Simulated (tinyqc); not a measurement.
Gate voltage for a wanted density.

Question. A HEMT has a barrier of thickness d, permittivity eb and off voltage Voff; energies are counted from the channel band edge at the interface. F = q (eta ns + Nb)/(eps0 ec) in eV/nm; E_k = a_k (C F^2/me)^(1/3), a_0 = 2.338107, a_1 = 4.087949, C = hbar^2/(2 m0); D = me m0 q/(pi hbar^2); ns = D Vt [ln(1 + exp((EF - E_0)/Vt)) + ln(1 + exp((EF - E_1)/Vt))], which gives EF = E_0 + Vt ln{2 s/[(1 + u) + sqrt((1 + u)^2 + 4 u s)]} with s = exp(ns/(D Vt)) - 1, u = exp((E_0 - E_1)/Vt). Charge control: ns + Nb = eps0 eb (Vg - Voff - EF)/(q d). Find E_0, E_1, EF and the Vg that gives this ns.

Inputs (values chosen for the exercise); material values close to those of InAlAs on In0.53Ga0.47As:
```
symbol,value,unit,meaning
T,400,K,temperature
d,29,nm,barrier thickness from gate to channel
me,0.0418,m0,electron mass in the channel
ec,13.7,,relative permittivity of the channel
eta,0.75,,share of ns that counts in the confining field
Nb,3.5e10,cm^-2,depletion charge of the buffer
```

Constants: q = 1.602176634e-19 C, kB = 1.380649e-23 J/K, hbar = 1.054571817e-34 J s, m0 = 9.1093837015e-31 kg, Vt = kB T/q, eps0 = 8.8541878128e-14 F/cm where lengths are in cm, hbar^2/(2 m0) = 0.0380998212 eV nm^2. Results are converted to the units shown.

ns = 3.2e11 cm^-2
eb = 12.7
Voff = -0.35882837 V

Solution. In this direction nothing needs iterating: ns fixes the field, the levels and EF, and the charge-control relation gives Vg.

E_0 = 0.0536 eV
E_1 = 0.0937 eV
EF = 0.0283 eV
Vg = -0.184 V

Computed by the program tinyqc: `OMP_NUM_THREADS=1 python tinyqc.py 2180145 2180146 out.jsonl`, one thread of a shared Intel Xeon 2.30GHz, about 0.01 s for the whole run.
